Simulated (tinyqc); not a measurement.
What each parameter does: strained quantum well: band edges, subbands and transparency.

Growth on (001), barriers unstrained: tr(e) = e (2 - nu2), Z = b e (1 + nu2); Ec = Ev + Eg + ac tr(e), E_HH = Ev + av tr(e) + Z, E_LH = Ev + av tr(e) - Z (coupling to the split-off band left out).

Masses along z: me, 1/(g1 - 2 g2) for HH, 1/(g1 + 2 g2) for LH, likewise in the barrier; in the plane me, 1/(g1 + g2) for HH and 1/(g1 - g2) for LH (no mixing, which understates the hole masses away from k = 0). Level n solves k L + 2 atan[(k/m)/(kappa/mb)] = n pi, k = sqrt(m E/c), kappa = sqrt(mb (V - E)/c), c = hbar^2/2m0.

Transparency (Bernard-Duraffourg): Fc - Fv equals the lowest transition energy with n = p, n = sum m/(2 pi c) kB T ln(1 + exp((Fc - E)/kB T)) and p likewise over the listed subbands; c = hbar^2/2m0, 1/angstrom^2 = 1e16/cm^2.

Constants: hbar^2/2m0 = 3.80998211 eV angstrom^2; kB = 8.617333262e-05 eV/K; hc = 1239.841984 eV nm.

Parameters, chosen for this exercise (near those of an InGaAs/AlGaAs well; the results hold for these values, not for the real material):
```
symbol  value    unit      meaning
e       -0.0099            strain in the plane
nu2     0.943              2 C12/C11
Eg      1.215    eV        unstrained gap of the well
Ev      -0.771   eV        its valence edge
ac      -6.88    eV
av      1.14     eV        Ev moves by av tr(e)
b       -1.97    eV        shear potential
Egb     1.671    eV        gap of the barrier
Evb     -0.905   eV        its valence edge
L       72       angstrom  well width
me      0.0602   m0        electron mass
g1      8.8                gamma1
g2      2.96               gamma2
meb     0.084    m0
g1b     6.3
g2b     1.8
T       300      K         temperature
```

Edge wavelength, hh1 - lh1 and n_tr.

One parameter was then changed.

Results before and after:
```
case     wavelength (nm)  hh1 - lh1 (meV)  n_tr (1e12/cm^2)
base               934.9             92.3             0.616
changed            939.6             92.3             0.616
```

Which of these changes was made? (a) g1 = 9.33; (b) me = 0.0662 m0; (c) b = -2.27 eV; (d) T = 340 K; (e) ac = -6.19 eV; (f) Eg = 1.195 eV; (g) e = -0.0119; (h) L = 64 angstrom.

Answer: (e) ac = -6.19 eV. Of the candidates, run in turn, only this one gives the changed row.

All candidates:
```
case             wavelength (nm)  hh1 - lh1 (meV)  n_tr (1e12/cm^2)
base                       934.9             92.3             0.616
L = 64 angstrom            927.1             93.3             0.599
e = -0.0119                929.0            105.7             0.610
Eg = 1.195 eV              948.2             92.3             0.616
b = -2.27 eV               938.9            102.7             0.611
ac = -6.19 eV              939.6             92.3             0.616
me = 0.0662 m0             936.2             92.3             0.651
g1 = 9.33                  933.8             91.0             0.595
T = 340 K                  934.9             92.3             0.723
```

Program tinyqc; command `OMP_NUM_THREADS=1 python tinyqc.py 1281601 1281602 out.jsonl`; about 0.03 s on one thread of a shared Intel(R) Xeon(R) Processor @ 2.30GHz.
